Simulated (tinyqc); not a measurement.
Two-junction solar cell, detailed-balance limit: one step of the calculation.

The top cell takes all photons above E1, the bottom cell those between E2 and E1. Each cell follows J = Jsc - J0 (exp(V/Vt) - 1) with J0 = q ge Phi(gap, T)/ERE; light emitted by one cell and absorbed by the other is left out. In series both carry one current; wired apart (four terminals) each works at its own maximum power point. Efficiencies are counted against Pin = fs X sigma Ts^4.

Question. Maximum power, in series and apart. In series V(J) = Vt [ln((J1 - J)/J01 + 1) + ln((J2 - J)/J02 + 1)], and J V(J) is largest where V = J Vt [1/(J1 - J + J01) + 1/(J2 - J + J02)]. Apart, each cell has (1 + v) exp(v) = 1 + Jsc/J0 at its maximum power point, v = Vmp/Vt.

Inputs (values chosen for the exercise): cell temperature T = 298 K.

Constants: q = 1.602176634e-19 C, kB = 1.380649e-23 J/K, Vt = kB T/q. Results are converted to the units shown.

J1 = 10.711886 mA/cm^2
J2 = 10.485777 mA/cm^2
J01 = 8.6103682e-19 mA/cm^2
J02 = 3.6206913e-11 mA/cm^2
Pin = 50.224491 mW/cm^2

Find: series Jmp; series Vmp; series efficiency; top cell alone; bottom cell behind it.

Answer.

series Jmp = 10.24 mA/cm^2
series Vmp = 1.630 V
series efficiency = 33.24 %
top cell alone = 21.51 %
bottom cell behind it = 11.93 %

Wired apart the cells give 33.44 %; the series connection loses 0.20 points of that.

tinyqc, about 0.01 s, one thread, Intel Xeon 2.30GHz (shared host): `OMP_NUM_THREADS=1 python tinyqc.py 2820126 2820127 out.jsonl`
